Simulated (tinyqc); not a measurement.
# A discretised effective-mass wire between two leads, recursive Green functions: effects of single changes

Finite differences on a grid of step a give a chain with hopping -t, t = C/(m a^2), C = hbar^2/(2 m0), and site energies 2 t + U_i for the N = 5 sites of the device; the semi-infinite leads have site energy 2 t. Each slice is one site, and V = -t couples neighbouring slices.

Inputs (values chosen for the exercise):
- m = 0.066 m0 (effective mass)
- a = 1 nm (grid step)
- U = [0, 0.25, 0.25, 0.25, 0] eV (potential on the sites 1 to N)
- E = 0.293 eV (energy above the band bottom of the leads)

Constants: q = 1.602176634e-19 C, hbar = 1.054571817e-34 J s, m0 = 9.1093837015e-31 kg, hbar^2/(2 m0) = 0.0380998212 eV nm^2. Results are converted to the units shown.

Each table varies one quantity; the others keep the values above.

## Effect of the strength of the potential

Sigma = t^2 g(E - 2 t), g(x) = (x - i sqrt(4 t^2 - x^2))/(2 t^2) for |x| < 2 t and (x - sign(x) sqrt(x^2 - 4 t^2))/(2 t^2) otherwise; Gamma = i (Sigma - Sigma^dagger); both leads give the same. Forward pass: g_1 = (E - H_1 - Sigma)^(-1), g_i = (E - H_i - V g_(i-1) V^dagger)^(-1), with Sigma also subtracted on the last slice; G_(i,1) = g_i V G_(i-1,1), starting from g_1. H_i is the block of slice i, its site energy. T(E) = Tr[Gamma G_(N,1) Gamma G_(N,1)^dagger]. All U are multiplied by the factor sc.

Effect of the strength of the potential:

| sc | T(E) | reflection, modes - T(E) |
|---|---|---|
| 0 | 1.000 | 0 |
| 0.38 | 0.9555 | 0.04449 |
| 0.75 | 0.7602 | 0.2398 |
| 1.12 | 0.4708 | 0.5292 |
| 1.5 | 0.2460 | 0.7540 |
| 1.88 | 0.1253 | 0.8747 |
| 2.25 | 0.06733 | 0.9327 |
| 2.62 | 0.03803 | 0.9620 |
| 3 | 0.02225 | 0.9778 |

Read the table: what changes, and by how much?

T(E) falls from 1.00 to 0.0222. At sc = 0 the device equals the leads and transmits all 1 open mode(s). Between the first two non-zero rows the reflection goes as sc^(2.48); the sc^2 of weak scattering holds only at smaller sc than these rows.

## Transmission against energy

Same model as above.

Transmission against energy:

| E (eV) | open modes | T(E) | T(E) per open mode |
|---|---|---|---|
| 0.007 | 1 | 0.01079 | 0.01079 |
| 0.049 | 1 | 0.08000 | 0.08000 |
| 0.09 | 1 | 0.1543 | 0.1543 |
| 0.131 | 1 | 0.2339 | 0.2339 |
| 0.172 | 1 | 0.3171 | 0.3171 |
| 0.213 | 1 | 0.4019 | 0.4019 |
| 0.254 | 1 | 0.4860 | 0.4860 |
| 0.295 | 1 | 0.5670 | 0.5670 |
| 0.336 | 1 | 0.6431 | 0.6431 |
| 0.377 | 1 | 0.7125 | 0.7125 |
| 0.418 | 1 | 0.7742 | 0.7742 |
| 0.459 | 1 | 0.8275 | 0.8275 |
| 0.5 | 1 | 0.8723 | 0.8723 |

What does the comparison show?

T(E) lies between 0.0108 (E = 0.007 eV) and 0.872 (E = 0.5 eV) in these rows. The leads offer 1 open mode(s), of which the mean share 0.47 is transmitted. In 4 of the 13 rows E exceeds 0.6 t, where the lattice band lies more than 5 % below the parabola at the same k, so the grid is coarse for a continuum model.

Numbers from tinyqc (`OMP_NUM_THREADS=1 python tinyqc.py 2660106 2660107 out.jsonl`; about 0.01 s on one thread of a shared Intel Xeon 2.30GHz).
